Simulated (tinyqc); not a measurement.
Charge stability of a double quantum dot, constant-interaction model with a charge sensor: one step of the calculation.

Capacitance matrix C = [[C1, -Cm], [-Cm, C2]], C1 = G1 + X1 + Cm + L1, C2 = G2 + X2 + Cm + L2. Gate charges n1 = (G1 V1 + X1 V2)/q, n2 = (X2 V1 + G2 V2)/q. The state (N1, N2) has U = (1/2) d^T E d with d = (N1 - n1, N2 - n2) and E = q^2 C^(-1). Leads at 0 V; no tunnel coupling, spin or level spacing. The sensor reads s1 <N1> + s2 <N2>.

Task. Charging energies and lever arms. E = q^2 C^(-1) holds EC1, EC2 on the diagonal and ECm off it; the lever arms are A = C^(-1) [[G1, X1], [X2, G2]] (row: dot, column: gate).

Values chosen for this exercise:
- G1 = 16 aF (gate 1 to dot 1)
- G2 = 21 aF (gate 2 to dot 2)
- X1 = 1.5 aF (gate 2 to dot 1)
- X2 = 1.7 aF (gate 1 to dot 2)
- Cm = 41 aF (between the dots)
- L1 = 75 aF (dot 1 to leads and ground)
- L2 = 110 aF (dot 2 to leads and ground)
- V1 = 16.7 mV (voltage of gate 1)
- V2 = 2.58 mV (voltage of gate 2)

Constants: q = 1.602176634e-19 C. Results are converted to the units shown.

Wanted: C; E; lever arms; gate charges.

Result.

C (aF):
```
       1      2
1  133.5    -41
2    -41  173.7
```

E (meV):
```
       1      2
1  1.294  0.305
2  0.305  0.994
```

lever arms (eV/V):
```
        1       2
1  0.1325  0.0521
2  0.0411  0.1332
```

gate charges: n1 1.692, n2 0.515

ECm is 26.9 % of the geometric mean of EC1 and EC2.

tinyqc, about 0.01 s, one thread, Intel Xeon 2.30GHz (shared host): `OMP_NUM_THREADS=1 python tinyqc.py 2470032 2470033 out.jsonl`
